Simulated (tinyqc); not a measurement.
Resistance of a source-drain extension with a graded tip: abruptness at a fixed junction position.

y runs along the channel, the gate covers y > 0. The doping is N0 for y < y0 and N0 10^(-(y - y0)/la) beyond, uniform over the depth xj. Sheet conductance s(y) = q mu(N) max(N - Nch, 0) xj + (for y > 0) ma Cox Vo, with mu(N) = u0 + (u1 - u0)/(1 + (N/Nr)^au) and Cox = eps0 eox/tox. Current is taken as one-dimensional; depletion of the tip, spreading and the contact are left out. The metallurgical junction lies at yj, where N = Nch.

R_spacer = integral of dy/s from -Ls to 0, R_ov from 0 to yj, R_channel = (Lg - 2 yj)/(ma Cox Vo), R_total = 2 R_spacer + 2 R_ov + R_channel. Electrical length L_eff = ma Cox dR_total/d(1/Vo); R_series = R_total - L_eff/(ma Cox Vo). y0 is moved with la so that yj stays at 8.5749 nm.

Parameters, values chosen for the exercise; mobility law close to that of electrons in silicon: relative permittivity of the gate insulator (close to silicon dioxide) eox = 3.9; insulator thickness tox = 1.2 nm; active doping of the extension far from the gate N0 = 5.7e19 cm^-3; depth of the extension xj = 8 nm; channel doping Nch = 2.5e18 cm^-3; spacer length Ls = 7 nm; gate overdrive Vo = 0.37 V; mobility of the gate-induced layer ma = 120 cm^2/(V s); mobility at low doping u1 = 1414 cm^2/(V s); mobility at high doping u0 = 68.5 cm^2/(V s); reference doping Nr = 9.2e16 cm^-3; exponent au = 0.711; gate length Lg = 90 nm.

Constants: q = 1.602176634e-19 C, eps0 = 8.8541878128e-14 F/cm where lengths are in cm. Results are converted to the units shown.

The same in every row: yj (nm) = 8.575; R_channel (ohm um) = 570.2.

Result of one run:

| la (nm/decade) | R_spacer (ohm um) | R_ov (ohm um) | R_total (ohm um) | L_eff (nm) | R_series (ohm um) |
|---|---|---|---|---|---|
| 1 | 12.18 | 15.81 | 626.2 | 74.21 | 45.32 |

What becomes of these results when the lateral abruptness la is changed from 1 to 3.6 nm/decade, all else the same?

Result of the changed run:

| la (nm/decade) | R_spacer (ohm um) | R_ov (ohm um) | R_total (ohm um) | L_eff (nm) | R_series (ohm um) |
|---|---|---|---|---|---|
| 3.6 | 12.18 | 25.18 | 644.9 | 76.28 | 47.89 |

The whole series:

| la (nm/decade) | R_spacer (ohm um) | R_ov (ohm um) | R_total (ohm um) | L_eff (nm) | R_series (ohm um) |
|---|---|---|---|---|---|
| 1 | 12.18 | 15.81 | 626.2 | 74.21 | 45.32 |
| 2.3 | 12.18 | 20.49 | 635.5 | 75.24 | 46.61 |
| 3.6 | 12.18 | 25.18 | 644.9 | 76.28 | 47.89 |
| 4.9 | 12.18 | 29.86 | 654.3 | 77.31 | 49.18 |
| 6.1 | 12.18 | 34.18 | 662.9 | 78.26 | 50.37 |
| 7.4 | 12.81 | 38.47 | 672.7 | 79.25 | 52.45 |
| 8.7 | 15.14 | 41.80 | 684.1 | 80.12 | 56.97 |
| 10 | 19.02 | 44.43 | 697.1 | 80.87 | 64.10 |

As la goes from 1 to 10 nm/decade, R_total rises from 626 to 697 ohm um, R_spacer rises from 12.2 to 19.0 ohm um and R_ov rises from 15.8 to 44.4 ohm um. R_total changes on average by 7.88 ohm um for each nm/decade. L_eff exceeds the metallurgical length by 1.36 nm in the first row and 8.02 nm in the last, since the gate also controls the lightly doped tips.

Numbers from tinyqc (`OMP_NUM_THREADS=1 python tinyqc.py 2282046 2282047 out.jsonl`; about 0.05 s on one thread of a shared Intel Xeon 2.30GHz).
